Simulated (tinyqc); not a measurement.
Pair lines: donor-acceptor pair recombination.

h nu = Eg - ED - EA + q/(eps R), q = e^2/(4 pi eps0); shell j lies at R = a_lat sqrt(j/2) for the same sublattice and a_lat sqrt(j/2 - 5/16) for opposite ones (on the same sublattice shells 14, 30, 46, 56, 62, ... are empty, where 2j has the form 4^a (8b + 7)); rate W = W0 exp(-2R/aD) with the donor radius aD = q/(2 eps ED). Polarisation and overlap terms, which matter for close pairs, are left out.

Constants: e^2/(4 pi eps0) = 14.39964547 eV angstrom.

Parameters, chosen for this exercise (near those of impurities in Si; not measured data):
```
symbol  value                               unit      meaning
a_lat   5.431                               angstrom  lattice constant
Eg      1.161                               eV        gap
ED      42.1                                meV       donor binding
EA      43.7                                meV       acceptor binding
eps     11.8                                          dielectric constant
W0      0.84                                x 1e7/s   rate at zero distance
kind    opposite                                      sublattices of donor and acceptor
shells  (44, 121, 131, 160, 287, 343, 365)            shell numbers
```

Energy, rate and lifetime for each shell.

Lines:
```
shell,R (angstrom),Coulomb (meV),h nu (eV),step to the next shell (meV),1/W (microsecond)
44,25.29,48.2,1.1234,0.55,3.90
121,42.13,29.0,1.1042,0.12,39.9
131,43.85,27.8,1.1030,0.11,50.5
160,48.48,25.2,1.1004,0.079,95.8
287,64.99,18.8,1.0940,0.033,934
343,71.06,17.2,1.0924,0.025,2.16e+03
365,73.31,16.6,1.0918,0.023,2.94e+03
```

limit for distant pairs = 1.0752 eV
aD = 14.5 angstrom

The lines crowd together, on average as R^-3: the step falls from 0.55 to 0.023 meV, so distant pairs merge into a band. Close pairs emit higher and 754 times faster over this table, so the band shifts to lower energy with delay and to higher energy with stronger pumping. All these lines lie below Eg, and R/aD runs from 1.7 up.

(tinyqc, `OMP_NUM_THREADS=1 python tinyqc.py 1251314 1251315 out.jsonl`, Intel(R) Xeon(R) Processor @ 2.30GHz, 1 thread, shared host, about 0.04 s.)
